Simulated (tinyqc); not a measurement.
# MOS inversion layer, Poisson-Schroedinger loop: effect of the temperature

Electrons confined at an insulator interface at z = 0, treated as a hard wall; parabolic valleys, Hartree approximation, no image or exchange terms. The depletion charge lies far deeper than the electrons and gives a uniform field q Nd/(eps0 eps_r); the gate balances all charge. Energies are counted from the band edge at the interface.

Schroedinger equation -(C/mz) psi'' + (V0 + U) psi = E psi, C = hbar^2/(2 m0), psi(0) = 0, on a uniform mesh of 800 nodes with a far wall at 99 nm, 8 levels a set; V0 = q Nd z/(eps0 eps_r); dU/dz = q (Ns - integral of n from 0 to z)/(eps0 eps_r), U(0) = 0; N_k = g md m0 q Vt/(pi hbar^2) ln(1 + exp((EF - E_k)/Vt)), g the number of valleys of the set, sum N_k = Ns. Triangular well: E_k = a_k (C F^2/mz)^(1/3), a_1 = 2.338107, a_2 = 4.087949, C = hbar^2/(2 m0), F in eV/nm. Fang-Howard (all electrons in the lowest level of set A): b^3 = 6 (mz1/C) q (Nd + 11 Ns/32)/(eps0 eps_r), centroid 3/b, level C b^2/(4 mz1) + (3/b) q (Nd + 11 Ns/16)/(eps0 eps_r). The centroid adds 3.9 z_av/eps_r to an oxide-equivalent thickness. Shares under 0.0001 % are printed as 0.

Parameters, values chosen for the exercise; masses and permittivity close to those of germanium (100):
- eps_r = 15.8 (relative permittivity)
- mz1 = 0.119 m0 (mass along z of valley set A (4 valley(s)))
- md1 = 0.298 m0 (in-plane density-of-states mass of set A)
- Ns = 1.4e12 cm^-2 (sheet density of electrons)
- Nd = 2.1e11 cm^-2 (sheet density of depletion charge)

Constants: q = 1.602176634e-19 C, kB = 1.380649e-23 J/K, hbar = 1.054571817e-34 J s, m0 = 9.1093837015e-31 kg, Vt = kB T/q, eps0 = 8.8541878128e-14 F/cm where lengths are in cm, hbar^2/(2 m0) = 0.0380998212 eV nm^2. Results are converted to the units shown.

The same in every row: Fang-Howard centroid (nm) = 5.67.

Effect of the temperature:
```
T (K)  A1 (meV)  A2 (meV)  EF (meV)  share of A1 (%)  share of A2 (%)  centroid z_av (nm)  added oxide equivalent (nm)
20         96.7       129      99.2              100                0                5.33                         1.31
50         96.7       129      96.4             99.9           0.0764                5.33                         1.32
77         96.8       130      92.5             99.1            0.877                5.38                         1.33
120        97.1       132      84.5             95.5             3.85                5.61                         1.38
200        98.0       137      65.4             86.2             9.62                6.33                         1.56
300        99.0       143      35.4             75.3             14.3                7.37                         1.82
400         100       148     0.355             66.3             17.0                8.35                         2.06
500         101       151     -38.6             59.2             18.5                9.20                         2.27
```

Read the table: what changes, and by how much?

As T goes from 20 to 500, A1 rises from 96.7 to 101 meV, the share of A1 falls from 100 to 59.2 % and the centroid rises from 5.33 to 9.20 nm. EF lies more than 2 meV above A1 for T = 20. The Fang-Howard centroid is 6.4 % above the full one in the first row, where A1 holds 100 %, and 38 % below it in the last, where A1 holds 59.2 %. For T = 400, 500 the eighth level of a set still holds over 0.4 % of the electrons, so more levels and a farther wall would raise the centroid.

tinyqc, about 0.5 s, one thread, Intel Xeon 2.30GHz (shared host): `OMP_NUM_THREADS=1 python tinyqc.py 2160045 2160046 out.jsonl`
